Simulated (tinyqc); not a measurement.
RHF in the 6-311g basis, for H2, spin multiplicity 1, step by step (part 1 of 2). Computed by tinyqc, a small Python program that keeps every step (integrals from PySCF). Settings: charge = 0, multiplicity = 1, basis = 6-311g, energy threshold = 1e-08, iteration cap = 78, orthogonalisation = canonical, start = core, DIIS depth = 6, DIIS from iteration = 3, method = RHF. Command: `OMP_NUM_THREADS=1 python tinyqc.py 21681 21682 out.jsonl` (the two numbers bound the seeds that draw the settings). One thread of a shared host (Intel(R) Xeon(R) Processor @ 2.60GHz), about 0.06 s of CPU time with the checks. Later iterations appear only in the table of the cycle.

## One-electron integrals

Geometry (angstrom):
```
atom         x         y         z
H     0.000000  0.000000  0.000000
H     0.000000  0.000000  0.883000
```

Basis 6-311g: exponents (1/bohr^2) and contraction coefficients of normalised primitives:
```
element  l (shell)   exponent  coefficient
H            s (1)  33.865000     0.025494
H            s (1)   5.094790     0.190373
H            s (1)   1.158790     0.852161
H            s (2)   0.325840     1.000000
H            s (3)   0.102741     1.000000
```

Overlap, kinetic and nuclear-attraction integrals over the contracted functions; the nuclear repulsion is the sum of Za Zb / Rab.

nuclear repulsion = 0.59929469 hartree

overlap S, lower triangle:
```
          1H 1s     1H 2s     1H 3s     2H 1s     2H 2s     2H 3s
1H 1s  1.000000
1H 2s  0.706377  1.000000
1H 3s  0.373664  0.788963  1.000000
2H 1s  0.161171  0.343614  0.286926  1.000000
2H 2s  0.343614  0.635323  0.634751  0.706377  1.000000
2H 3s  0.286926  0.634751  0.866726  0.373664  0.788963  1.000000
```

kinetic energy T (hartree), lower triangle:
```
           1H 1s     1H 2s     1H 3s     2H 1s     2H 2s     2H 3s
1H 1s   2.304348
1H 2s   0.549119  0.488760
1H 3s   0.106346  0.184881  0.154112
2H 1s  -0.055520  0.138223  0.067271  2.304348
2H 2s   0.138223  0.216615  0.127177  0.549119  0.488760
2H 3s   0.067271  0.127177  0.120836  0.106346  0.184881  0.154112
```

nuclear attraction V (hartree), lower triangle:
```
           1H 1s      1H 2s      1H 3s      2H 1s      2H 2s      2H 3s
1H 1s  -2.710249
1H 2s  -1.482502  -1.476169
1H 3s  -0.737268  -0.997770  -0.940138
2H 1s  -0.374145  -0.736107  -0.575942  -2.710249
2H 2s  -0.736107  -1.003879  -0.838565  -1.482502  -1.476169
2H 3s  -0.575942  -0.838565  -0.846134  -0.737268  -0.997770  -0.940138
```

core Hamiltonian H = T + V (hartree), lower triangle:
```
           1H 1s      1H 2s      1H 3s      2H 1s      2H 2s      2H 3s
1H 1s  -0.405900
1H 2s  -0.933382  -0.987409
1H 3s  -0.630922  -0.812889  -0.786027
2H 1s  -0.429665  -0.597884  -0.508671  -0.405900
2H 2s  -0.597884  -0.787264  -0.711387  -0.933382  -0.987409
2H 3s  -0.508671  -0.711387  -0.725298  -0.630922  -0.812889  -0.786027
```

## Two-electron integrals

Functions are numbered as in S; the eight-fold symmetry (ij|kl) = (ji|kl) = (kl|ij) leaves the list below.

Two-electron integrals (ij|kl) in chemists' order, unique and non-zero (hartree):
```
(11|11) 1.393035   (21|11) 0.822971   (21|21) 0.509703   (22|11) 0.822904
(22|21) 0.543028   (22|22) 0.644106   (31|11) 0.411256   (31|21) 0.257757
(31|22) 0.279868   (31|31) 0.130794   (32|11) 0.543681   (32|21) 0.365771
(32|22) 0.452669   (32|31) 0.189803   (32|32) 0.325140   (33|11) 0.494021
(33|21) 0.340115   (33|22) 0.445993   (33|31) 0.178035   (33|32) 0.331779
(33|33) 0.361682   (41|11) 0.160631   (41|21) 0.103309   (41|22) 0.116269
(41|31) 0.052784   (41|32) 0.079730   (41|33) 0.075754   (41|41) 0.031865
(42|11) 0.243333   (42|21) 0.165379   (42|22) 0.206429   (42|31) 0.086027
(42|32) 0.147901   (42|33) 0.149257   (42|41) 0.056562   (42|42) 0.119239
(43|11) 0.178778   (43|21) 0.123023   (43|22) 0.158391   (43|31) 0.064302
(43|32) 0.115408   (43|33) 0.119605   (43|41) 0.042447   (43|42) 0.094666
(43|43) 0.077013   (44|11) 0.595333   (44|21) 0.415372   (44|22) 0.547841
(44|31) 0.218119   (44|32) 0.401989   (44|33) 0.418563   (44|41) 0.160631
(44|42) 0.382877   (44|43) 0.314038   (44|44) 1.393035   (51|11) 0.382877
(51|21) 0.239418   (51|22) 0.258931   (51|31) 0.121404   (51|32) 0.175336
(51|33) 0.164134   (51|41) 0.056562   (51|42) 0.093631   (51|43) 0.069818
(51|44) 0.243333   (51|51) 0.119239   (52|11) 0.464693   (52|21) 0.311063
(52|22) 0.380274   (52|31) 0.161111   (52|32) 0.271232   (52|33) 0.273405
(52|41) 0.082580   (52|42) 0.161217   (52|43) 0.126988   (52|44) 0.464693
(52|51) 0.161217   (52|52) 0.259984   (53|11) 0.363550   (53|21) 0.248503
(53|22) 0.319404   (53|31) 0.129709   (53|32) 0.234387   (53|33) 0.248306
(53|41) 0.067993   (53|42) 0.142830   (53|43) 0.116273   (53|44) 0.428849
(53|51) 0.130174   (53|52) 0.227671   (53|53) 0.210457   (54|11) 0.415372
(54|21) 0.288123   (54|22) 0.377380   (54|31) 0.151032   (54|32) 0.277155
(54|33) 0.290401   (54|41) 0.103309   (54|42) 0.239418   (54|43) 0.197045
(54|44) 0.822971   (54|51) 0.165379   (54|52) 0.311063   (54|53) 0.289041
(54|54) 0.509703   (55|11) 0.547841   (55|21) 0.377380   (55|22) 0.492638
(55|31) 0.197501   (55|32) 0.363988   (55|33) 0.388961   (55|41) 0.116269
(55|42) 0.258931   (55|43) 0.214338   (55|44) 0.822904   (55|51) 0.206429
(55|52) 0.380274   (55|53) 0.359229   (55|54) 0.543028   (55|55) 0.644106
(61|11) 0.314038   (61|21) 0.197045   (61|22) 0.214338   (61|31) 0.100020
(61|32) 0.145460   (61|33) 0.136561   (61|41) 0.042447   (61|42) 0.069818
(61|43) 0.052203   (61|44) 0.178778   (61|51) 0.094666   (61|52) 0.126988
(61|53) 0.102517   (61|54) 0.123023   (61|55) 0.158391   (61|61) 0.077013
(62|11) 0.428849   (62|21) 0.289041   (62|22) 0.359229   (62|31) 0.150086
(62|32) 0.258628   (62|33) 0.264964   (62|41) 0.067993   (62|42) 0.130174
(62|43) 0.102517   (62|44) 0.363550   (62|51) 0.142830   (62|52) 0.227671
(62|53) 0.199644   (62|54) 0.248503   (62|55) 0.319404   (62|61) 0.116273
(62|62) 0.210457   (63|11) 0.409868   (63|21) 0.282786   (63|22) 0.372987
(63|31) 0.148151   (63|32) 0.278557   (63|33) 0.306164   (63|41) 0.068536
(63|42) 0.141192   (63|43) 0.115040   (63|44) 0.409868   (63|51) 0.141192
(63|52) 0.245586   (63|53) 0.229350   (63|54) 0.282786   (63|55) 0.372987
(63|61) 0.115040   (63|62) 0.229350   (63|63) 0.271701   (64|11) 0.218119
(64|21) 0.151032   (64|22) 0.197501   (64|31) 0.079133   (64|32) 0.145138
(64|33) 0.152477   (64|41) 0.052784   (64|42) 0.121404   (64|43) 0.100020
(64|44) 0.411256   (64|51) 0.086027   (64|52) 0.161111   (64|53) 0.150086
(64|54) 0.257757   (64|55) 0.279868   (64|61) 0.064302   (64|62) 0.129709
(64|63) 0.148151   (64|64) 0.130794   (65|11) 0.401989   (65|21) 0.277155
(65|22) 0.363988   (65|31) 0.145138   (65|32) 0.270579   (65|33) 0.293548
(65|41) 0.079730   (65|42) 0.175336   (65|43) 0.145460   (65|44) 0.543681
(65|51) 0.147901   (65|52) 0.271232   (65|53) 0.258628   (65|54) 0.365771
(65|55) 0.452669   (65|61) 0.115408   (65|62) 0.234387   (65|63) 0.278557
(65|64) 0.189803   (65|65) 0.325140   (66|11) 0.418563   (66|21) 0.290401
(66|22) 0.388961   (66|31) 0.152477   (66|32) 0.293548   (66|33) 0.329963
(66|41) 0.075754   (66|42) 0.164134   (66|43) 0.136561   (66|44) 0.494021
(66|51) 0.149257   (66|52) 0.273405   (66|53) 0.264964   (66|54) 0.340115
(66|55) 0.445993   (66|61) 0.119605   (66|62) 0.248306   (66|63) 0.306164
(66|64) 0.178035   (66|65) 0.331779   (66|66) 0.361682
```

## Orthogonalisation

S = U s U^T; canonical form X = U s^(-1/2), so that X^T S X = 1. Each column of U has its largest component positive (the first on a tie).

eigenvalues of S: 0.040907  0.133830  0.236309  0.787652  1.059563  3.741738

X:
```
               1          2          3          4          5         6
1H 1s   0.613221  -0.954275  -0.697689   0.604616   0.590604  0.155257
1H 2s  -2.015867   1.458927   0.956824   0.104656   0.332896  0.234933
1H 3s   2.789797  -0.834850   0.844745  -0.508217   0.110726  0.233086
2H 1s  -0.613221  -0.954275   0.697689   0.604616  -0.590604  0.155257
2H 2s   2.015867   1.458927  -0.956824   0.104656  -0.332896  0.234933
2H 3s  -2.789797  -0.834850  -0.844745  -0.508217  -0.110726  0.233086
```

## Starting guess

The start is the orbitals of the core Hamiltonian; D = 2 C_occ C_occ^T.

D at the start, lower triangle:
```
          1H 1s     1H 2s     1H 3s     2H 1s     2H 2s     2H 3s
1H 1s  0.097606
1H 2s  0.165595  0.280945
1H 3s  0.012438  0.021103  0.001585
2H 1s  0.097606  0.165595  0.012438  0.097606
2H 2s  0.165595  0.280945  0.021103  0.165595  0.280945
2H 3s  0.012438  0.021103  0.001585  0.012438  0.021103  0.001585
```

## Iteration 1: building the Fock matrix

J_ij = sum D_kl (ij|kl), K_ij = sum D_kl (ik|jl); F = H + J - 0.5 K; E = tr D H + tr D J / 2 - 0.25 tr D K + E_nn.

Coulomb J (hartree), lower triangle:
```
          1H 1s     1H 2s     1H 3s     2H 1s     2H 2s     2H 3s
1H 1s  1.593183
1H 2s  1.042550  1.235239
1H 3s  0.536711  0.872336  0.869390
2H 1s  0.272869  0.533416  0.421253  1.593183
2H 2s  0.533416  0.837509  0.729706  1.042550  1.235239
2H 3s  0.421253  0.729706  0.779594  0.536711  0.872336  0.869390
```

exchange K (hartree), lower triangle:
```
          1H 1s     1H 2s     1H 3s     2H 1s     2H 2s     2H 3s
1H 1s  0.983346
1H 2s  0.950287  1.046170
1H 3s  0.644548  0.751786  0.559404
2H 1s  0.594655  0.774097  0.597871  0.983346
2H 2s  0.774097  0.948649  0.723095  0.950287  1.046170
2H 3s  0.597871  0.723095  0.550344  0.644548  0.751786  0.559404
```

Fock matrix F (hartree), lower triangle:
```
           1H 1s      1H 2s      1H 3s      2H 1s      2H 2s      2H 3s
1H 1s   0.695610
1H 2s  -0.365975  -0.275254
1H 3s  -0.416486  -0.316446  -0.196338
2H 1s  -0.454123  -0.451517  -0.386353   0.695610
2H 2s  -0.451517  -0.424080  -0.343229  -0.365975  -0.275254
2H 3s  -0.386353  -0.343229  -0.220876  -0.416486  -0.316446  -0.196338
```

total energy of this density = -1.07518949 hartree

## Iteration 1: diagonalisation and new density

Diagonalise F' = X^T F X, C = X C', fill 1 alpha and 1 beta electrons from the bottom; D = 2 C_occ C_occ^T. Each column has its largest component positive (the first on a tie).

F' = X^T F X (hartree), lower triangle:
```
           1          2          3          4         5          6
1   1.224547
2   0.000000   2.089213
3  -0.963408   0.000000   1.356044
4   0.000000  -0.999896   0.000000   0.865924
5   0.413849   0.000000  -0.795842   0.000000  0.899010
6   0.000000  -0.016980   0.000000  -0.123261  0.000000  -0.490870
```

orbital energies (hartree): MO1 -0.508016, MO2 0.168903, MO3 0.321920, MO4 0.629855, MO5 2.650362, MO6 2.680844

coefficients C:
```
            MO1        MO2        MO3        MO4        MO5        MO6
1H 1s  0.178337   0.086218  -0.035207  -0.086526  -1.125728  -1.093939
1H 2s  0.328573  -0.040177  -0.766880  -1.508988   1.224152   1.676721
1H 3s  0.117549   1.918959   0.877200   1.910433  -0.475700  -1.084741
2H 1s  0.178337  -0.086218  -0.035207   0.086526  -1.125728   1.093939
2H 2s  0.328573   0.040177  -0.766880   1.508988   1.224152  -1.676721
2H 3s  0.117549  -1.918959   0.877200  -1.910433  -0.475700   1.084741
```

D after iteration 1, lower triangle:
```
          1H 1s     1H 2s     1H 3s     2H 1s     2H 2s     2H 3s
1H 1s  0.063608
1H 2s  0.117193  0.215920
1H 3s  0.041927  0.077247  0.027636
2H 1s  0.063608  0.117193  0.041927  0.063608
2H 2s  0.117193  0.215920  0.077247  0.117193  0.215920
2H 3s  0.041927  0.077247  0.027636  0.041927  0.077247  0.027636
```

## Iteration 2: building the Fock matrix

As before.

Coulomb J (hartree), lower triangle:
```
          1H 1s     1H 2s     1H 3s     2H 1s     2H 2s     2H 3s
1H 1s  1.491078
1H 2s  0.983402  1.182438
1H 3s  0.507508  0.841054  0.848413
2H 1s  0.254894  0.501668  0.397794  1.491078
2H 2s  0.501668  0.798660  0.702078  0.983402  1.182438
2H 3s  0.397794  0.702078  0.759751  0.507508  0.841054  0.848413
```

exchange K (hartree), lower triangle:
```
          1H 1s     1H 2s     1H 3s     2H 1s     2H 2s     2H 3s
1H 1s  0.854089
1H 2s  0.870264  1.016666
1H 3s  0.622873  0.775514  0.616997
2H 1s  0.520906  0.710411  0.578011  0.854089
2H 2s  0.710411  0.920668  0.744903  0.870264  1.016666
2H 3s  0.578011  0.744903  0.606225  0.622873  0.775514  0.616997
```

Fock matrix F (hartree), lower triangle:
```
           1H 1s      1H 2s      1H 3s      2H 1s      2H 2s      2H 3s
1H 1s   0.658133
1H 2s  -0.385112  -0.313303
1H 3s  -0.434851  -0.359591  -0.246112
2H 1s  -0.435224  -0.451422  -0.399882   0.658133
2H 2s  -0.451422  -0.448938  -0.381760  -0.385112  -0.313303
2H 3s  -0.399882  -0.381760  -0.268660  -0.434851  -0.359591  -0.246112
```

total energy of this density = -1.11400091 hartree

## Iteration 2: diagonalisation and new density

As before.

F' = X^T F X (hartree), lower triangle:
```
           1          2          3          4         5          6
1   1.209747
2   0.000000   2.053921
3  -0.945434   0.000000   1.322004
4   0.000000  -0.973588   0.000000   0.852328
5   0.404328   0.000000  -0.778610   0.000000  0.839638
6   0.000000  -0.017772   0.000000  -0.101194  0.000000  -0.534596
```

orbital energies (hartree): MO1 -0.545970, MO2 0.151200, MO3 0.320092, MO4 0.601228, MO5 2.597530, MO6 2.618962

coefficients C:
```
            MO1        MO2        MO3        MO4        MO5        MO6
1H 1s  0.173409   0.091764  -0.043212  -0.093371  -1.126219  -1.092924
1H 2s  0.310812   0.013282  -0.772715  -1.493775   1.225121   1.690713
1H 3s  0.140827   1.847720   0.872252   1.971441  -0.478468  -1.099169
2H 1s  0.173409  -0.091764  -0.043212   0.093371  -1.126219   1.092924
2H 2s  0.310812  -0.013282  -0.772715   1.493775   1.225121  -1.690713
2H 3s  0.140827  -1.847720   0.872252  -1.971441  -0.478468   1.099169
```

D after iteration 2, lower triangle:
```
          1H 1s     1H 2s     1H 3s     2H 1s     2H 2s     2H 3s
1H 1s  0.060142
1H 2s  0.107795  0.193208
1H 3s  0.048842  0.087542  0.039665
2H 1s  0.060142  0.107795  0.048842  0.060142
2H 2s  0.107795  0.193208  0.087542  0.107795  0.193208
2H 3s  0.048842  0.087542  0.039665  0.048842  0.087542  0.039665
```

## Iteration 3: building the Fock matrix

As before.

Coulomb J (hartree), lower triangle:
```
          1H 1s     1H 2s     1H 3s     2H 1s     2H 2s     2H 3s
1H 1s  1.467926
1H 2s  0.969526  1.169301
1H 3s  0.500589  0.833073  0.842841
2H 1s  0.250705  0.494189  0.392234  1.467926
2H 2s  0.494189  0.789026  0.695051  0.969526  1.169301
2H 3s  0.392234  0.695051  0.754494  0.500589  0.833073  0.842841
```

exchange K (hartree), lower triangle:
```
          1H 1s     1H 2s     1H 3s     2H 1s     2H 2s     2H 3s
1H 1s  0.827272
1H 2s  0.850904  1.005121
1H 3s  0.616314  0.777081  0.627800
2H 1s  0.504833  0.694621  0.571903  0.827272
2H 2s  0.694621  0.909787  0.746132  0.850904  1.005121
2H 3s  0.571903  0.746132  0.616635  0.616314  0.777081  0.627800
```

Fock matrix F (hartree), lower triangle:
```
           1H 1s      1H 2s      1H 3s      2H 1s      2H 2s      2H 3s
1H 1s   0.648390
1H 2s  -0.389308  -0.320668
1H 3s  -0.438490  -0.368356  -0.257086
2H 1s  -0.431376  -0.451006  -0.402389   0.648390
2H 2s  -0.451006  -0.453132  -0.389403  -0.389308  -0.320668
2H 3s  -0.402389  -0.389403  -0.279122  -0.438490  -0.368356  -0.257086
```

total energy of this density = -1.11580060 hartree

## Iteration 3: diagonalisation and new density

As before.

F' = X^T F X (hartree), lower triangle:
```
           1          2          3          4         5          6
1   1.206078
2   0.000000   2.045503
3  -0.941297   0.000000   1.313593
4   0.000000  -0.966979   0.000000   0.846778
5   0.402052   0.000000  -0.774420   0.000000  0.825353
6   0.000000  -0.016019   0.000000  -0.096633  0.000000  -0.543520
```

orbital energies (hartree): MO1 -0.553732, MO2 0.146539, MO3 0.318337, MO4 0.594365, MO5 2.584155, MO6 2.604120

coefficients C:
```
            MO1        MO2        MO3        MO4        MO5        MO6
1H 1s  0.172984   0.093148  -0.045498  -0.095066  -1.126194  -1.092661
1H 2s  0.305980   0.025864  -0.773430  -1.489685   1.225886   1.694172
1H 3s  0.146386   1.830471   0.870829   1.985431  -0.479391  -1.102840
2H 1s  0.172984  -0.093148  -0.045498   0.095066  -1.126194   1.092661
2H 2s  0.305980  -0.025864  -0.773430   1.489685   1.225886  -1.694172
2H 3s  0.146386  -1.830471   0.870829  -1.985431  -0.479391   1.102840
```

D after iteration 3, lower triangle:
```
          1H 1s     1H 2s     1H 3s     2H 1s     2H 2s     2H 3s
1H 1s  0.059847
1H 2s  0.105859  0.187247
1H 3s  0.050645  0.089582  0.042858
2H 1s  0.059847  0.105859  0.050645  0.059847
2H 2s  0.105859  0.187247  0.089582  0.105859  0.187247
2H 3s  0.050645  0.089582  0.042858  0.050645  0.089582  0.042858
```

## Iteration 4: building the Fock matrix

As before.

Coulomb J (hartree), lower triangle:
```
          1H 1s     1H 2s     1H 3s     2H 1s     2H 2s     2H 3s
1H 1s  1.462990
1H 2s  0.966517  1.166373
1H 3s  0.499081  0.831275  0.841564
2H 1s  0.249798  0.492561  0.391021  1.462990
2H 2s  0.492561  0.786880  0.693468  0.966517  1.166373
2H 3s  0.391021  0.693468  0.753291  0.499081  0.831275  0.841564
```

exchange K (hartree), lower triangle:
```
          1H 1s     1H 2s     1H 3s     2H 1s     2H 2s     2H 3s
1H 1s  0.821867
1H 2s  0.846743  1.002263
1H 3s  0.614895  0.777170  0.630022
2H 1s  0.501498  0.691186  0.570572  0.821867
2H 2s  0.691186  0.907090  0.746153  0.846743  1.002263
2H 3s  0.570572  0.746153  0.618769  0.614895  0.777170  0.630022
```

Fock matrix F (hartree), lower triangle:
```
           1H 1s      1H 2s      1H 3s      2H 1s      2H 2s      2H 3s
1H 1s   0.646156
1H 2s  -0.390238  -0.322168
1H 3s  -0.439288  -0.370199  -0.259474
2H 1s  -0.430616  -0.450916  -0.402935   0.646156
2H 2s  -0.450916  -0.453930  -0.390995  -0.390238  -0.322168
2H 3s  -0.402935  -0.390995  -0.281393  -0.439288  -0.370199  -0.259474
```

total energy of this density = -1.11588953 hartree

## Iteration 4: DIIS over 2 matrices

error matrix X^T (FDS - SDF) X:
```
          1          2         3          4         5         6
1  0.000000   0.000000  0.000000   0.000000  0.000000  0.000000
2  0.000000   0.000000  0.000000   0.000062  0.000000  0.001527
3  0.000000   0.000000  0.000000   0.000000  0.000000  0.000000
4  0.000000  -0.000062  0.000000   0.000000  0.000000  0.002055
5  0.000000   0.000000  0.000000   0.000000  0.000000  0.000000
6  0.000000  -0.001527  0.000000  -0.002055  0.000000  0.000000
```

B (overlaps of the stored error matrices):
```
               1              2
1  2.5392208e-04  5.6579781e-05
2  5.6579781e-05  1.3116469e-05
```

Minimise |sum c_i e_i|^2 with sum c_i = 1: solve [B -1; -1 0][c; lambda] = [0; -1] with B_ij = tr e_i^T e_j, and take F = sum c_i F_i.

DIIS coefficients: -0.282451  1.282451

extrapolated F (hartree), lower triangle:
```
           1H 1s      1H 2s      1H 3s      2H 1s      2H 2s      2H 3s
1H 1s   0.645526
1H 2s  -0.390500  -0.322591
1H 3s  -0.439514  -0.370719  -0.260148
2H 1s  -0.430401  -0.450890  -0.403090   0.645526
2H 2s  -0.450890  -0.454155  -0.391445  -0.390500  -0.322591
2H 3s  -0.403090  -0.391445  -0.282034  -0.439514  -0.370719  -0.260148
```

## Iteration 4: diagonalisation and new density

As before.

F' = X^T F X (hartree), lower triangle:
```
           1          2          3          4         5          6
1   1.205036
2   0.000000   2.043155
3  -0.940159   0.000000   1.311206
4   0.000000  -0.965079   0.000000   0.845031
5   0.401408   0.000000  -0.773248   0.000000  0.821312
6   0.000000  -0.015213   0.000000  -0.095434  0.000000  -0.545957
```

orbital energies (hartree): MO1 -0.555847, MO2 0.145172, MO3 0.317739, MO4 0.592427, MO5 2.580337, MO6 2.599954

coefficients C:
```
            MO1        MO2        MO3        MO4        MO5        MO6
1H 1s  0.172976   0.093545  -0.046189  -0.095550  -1.126167  -1.092585
1H 2s  0.304454   0.029389  -0.773598  -1.488499   1.226160   1.695157
1H 3s  0.148041   1.825601   0.870398   1.989328  -0.479666  -1.103889
2H 1s  0.172976  -0.093545  -0.046189   0.095550  -1.126167   1.092585
2H 2s  0.304454  -0.029389  -0.773598   1.488499   1.226160  -1.695157
2H 3s  0.148041  -1.825601   0.870398  -1.989328  -0.479666   1.103889
```

D after iteration 4, lower triangle:
```
          1H 1s     1H 2s     1H 3s     2H 1s     2H 2s     2H 3s
1H 1s  0.059841
1H 2s  0.105327  0.185385
1H 3s  0.051215  0.090144  0.043832
2H 1s  0.059841  0.105327  0.051215  0.059841
2H 2s  0.105327  0.185385  0.090144  0.105327  0.185385
2H 3s  0.051215  0.090144  0.043832  0.051215  0.090144  0.043832
```
